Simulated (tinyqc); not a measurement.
A short-path metal as competitor: size effects in the resistivity of thin metal films and interconnect lines. Computed by tinyqc, a small Python program. Command: `OMP_NUM_THREADS=1 python tinyqc.py 3028195 3028196 out.jsonl size walk`. One thread of a shared host (Intel(R) Xeon(R) Processor @ 2.30GHz), about 0.01 s of CPU time with the checks.

Electrons lose their drift at surfaces (a share 1 - p of the hits) and at grain boundaries (reflection R), besides bulk scattering. The line sits in a trench with a non-conducting liner on both walls and the bottom; the spacing equals the drawn width.

Inputs (values chosen for the exercise, modelled on aluminium): bulk resistivity rho_b = 2.74 microohm cm; bulk mean free path lambda = 20 nm; specularity p = 0; grain-boundary reflection R = 0.51; grain size over metal width = 3; aspect ratio (height over width) = 1.5; liner thickness t = 1.3 nm; competitor: rho_b relative to this metal = 4.3; competitor: lambda relative to this metal = 0.41; competitor: liner relative to t = 0.48.

Geometry: line.

Method:
- Fuchs-Sondheimer film: rho_b/rho = 1 - (3/(2 kappa))(1 - p) int_0^1 (s - s^3)(1 - exp(-kappa/s))/(1 - p exp(-kappa/s)) ds, f = rho/rho_b, kappa = thickness/lambda, 80 Gauss-Legendre points.
- Line: the excess of a film of thickness w_m and of a film of thickness h_m are added, rho/rho_b = 1 + (f(w_m) - 1) + (f(h_m) - 1), an estimate that holds best when both sides exceed lambda.
- Mayadas-Shatzkes: alpha = (lambda/D) R/(1 - R); rho_b/rho = 1 - 3 alpha/2 + 3 alpha^2 - 3 alpha^3 ln(1 + 1/alpha).
- w_m = w - 2t, h_m = (aspect ratio) w - t, D = (ratio) w_m; rho = rho_b [1 + surface excess + grain excess].
- Effective resistivity rho (aspect ratio) w^2/(w_m h_m) for the metal with its liner, for the same metal without liner, and for a competitor with its own rho_b, lambda and liner, and for that competitor with the liner t; p, R, aspect and grain ratios are the same.

Effective resistivity (microohm cm):
```
w (nm)  this metal  without liner  competitor  competitor, liner t
200          3.115          3.058      12.444                12.56
100          3.521          3.385      13.130                13.39
50           4.435          4.067      14.576                15.19
30           5.851          5.005      16.677                17.97
20           7.939          6.178      19.585                22.11
14          11.215          7.662      23.776                28.75
10          16.956          9.587      30.169                40.52
7           30.213         12.374      41.693                67.75
5           66.143         15.949      61.659               140.73
```

The competitor wins below a width between 7.00 and 5.00 nm. In narrow lines rho scales as rho_b lambda/w, and the product rho_b lambda of the competitor is 1.76 times this metal's. At the narrowest width the liner costs this metal a factor 4.15. With the same liner the competitor wins nowhere in the table; at the narrowest width the thinner liner lowers it from 141 to 61.7. Rows with w - 2t below lambda stretch the additive estimate. Metal widths below about 5 nm are outside this semiclassical model.

Extremes, crossings and ranges named in words are read from the listed rows.
